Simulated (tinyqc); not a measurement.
What each parameter does: Wannier function of the lower band of a two-orbital chain.

H(k) = [[-d/2 - 2 ta cos k, -t1 - t2 exp(-ik)], [-t1 - t2 exp(ik), d/2 - 2 tb cos k]], k in 1/a, Bloch sums with exp(ikR) and without the positions inside the cell. Mesh k_j = 2 pi j/N. Projection gauge: each lower eigenvector u is multiplied by the phase that makes <trial|u> real and positive (the one-band case of Loewdin orthogonalisation). Wannier amplitudes w(R) = (1/N) sum_k exp(ikR) u(k); hoppings H(R) = (1/N) sum_k exp(-ikR) E(k).

Values chosen for the exercise: d = -0.94 eV (A at -d/2, B at +d/2); t1 = 1.41 eV (A-B in the cell); t2 = 1.65 eV (B to A of the next cell); ta = 0.38 eV (A-A between cells); tb = 0.12 eV (B-B between cells); xb = 0.45 a (position of B (A at 0)); th = 30 degrees (trial orbital cos(th) A + sin(th) B in cell 0).

N = 24: centre (folded into [0, 1)) and Omega_I from overlaps M_j = u_j^+ diag(1, exp(-i b xb)) u_(j+1), b = 2 pi/N: centre = -(1/2 pi) Im ln prod M_j, Omega_I = mean(1 - |M_j|^2)/b^2; and the first two hoppings H(R).

Results for these values:
```
case  centre (a)  Omega_I (a^2)  H(1) (eV)  H(2) (eV)
base      0.5178         0.1349    -0.7988     0.0742
```

What happens to each result for d = -0.64 eV, all else kept?

Answer: centre rises from 0.5178 to 0.5322; Omega_I rises from 0.1349 to 0.1626; H(1) falls from -0.7988 to -0.8244; H(2) rises from 0.0742 to 0.0848.

The same for each parameter in turn:
```
case             centre (a)  Omega_I (a^2)  H(1) (eV)  H(2) (eV)
base                 0.5178         0.1349    -0.7988     0.0742
d = -0.64 eV         0.5322         0.1626    -0.8244     0.0848
t1 = 1.56 eV         0.4865         0.1431    -0.8392     0.0836
t2 = 1.55 eV         0.4969         0.1335    -0.7810     0.0715
ta = 0.48 eV         0.5129         0.1258    -0.8292     0.0635
xb = 0.5 a           0.5510         0.1306    -0.7988     0.0742
th = 40 degrees      0.5178         0.1349    -0.7988     0.0742
```

The trial angle is a choice of gauge and moves none of these; xb enters the position operator alone, so it leaves the hoppings.

Computed by tinyqc, a small Python program: `OMP_NUM_THREADS=1 python tinyqc.py 1451768 1451769 out.jsonl` (the numbers bound the seed that draws the inputs); one thread of a shared host (Intel(R) Xeon(R) Processor @ 2.30GHz), about 0.1 s for the whole set of steps.
